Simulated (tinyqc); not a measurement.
Inside a calculation. Method: one-electron ion in a basis of Gaussians. Computed by tinyqc, a small Python program that keeps every step. Settings: Z = 3, l = 2. Command: `OMP_NUM_THREADS=1 python tinyqc.py 20779 20780 out.jsonl` (the two numbers bound the seeds that draw the settings). One thread of a shared host (Intel(R) Xeon(R) Processor @ 2.60GHz), about 0.01 s of CPU time with the checks.

## Matrices over normalised Gaussians

exponents of r^l exp(-a r^2) (1/bohr^2): 0.048540  0.197500  0.803900

Z = 3

l = 2

With p = a_i + a_j and I(k) = Gamma((k+1)/2) / (2 p^((k+1)/2)): S = I(2l+2), T = (2l+3) a_i a_j S / p, V = -Z I(2l+1), each divided by sqrt(S_ii S_jj).

S:
```
          1         2         3
1  1.000000  0.449782  0.067773
2  0.449782  1.000000  0.449598
3  0.067773  0.449598  1.000000
```

T (hartree):
```
          1         2         3
1  0.169890  0.122676  0.021717
2  0.122676  0.691250  0.498981
3  0.021717  0.498981  2.813650
```

V (hartree):
```
           1          2          3
1  -0.562523  -0.402791  -0.112971
2  -0.402791  -1.134680  -0.812275
3  -0.112971  -0.812275  -2.289239
```

## Generalised eigenproblem

H = T + V (hartree):
```
           1          2          3
1  -0.392633  -0.280115  -0.091254
2  -0.280115  -0.443430  -0.313294
3  -0.091254  -0.313294   0.524411
```

Solve H C = S C e through S^(-1/2); each column has its largest component positive (the first on a tie).

eigenvalues of S: 0.397027  0.932227  1.670747

eigenvalues (hartree): -0.493152  -0.257692  0.971820

coefficients:
```
          1          2          3
1  0.444840   1.014496   0.251339
2  0.681064  -0.787365  -0.725205
3  0.086573  -0.103050   1.127774
```

For Z = 3 and l = 2 the exact lowest level is -Z^2/(2 n^2) with n = l + 1: -0.500000 hartree.
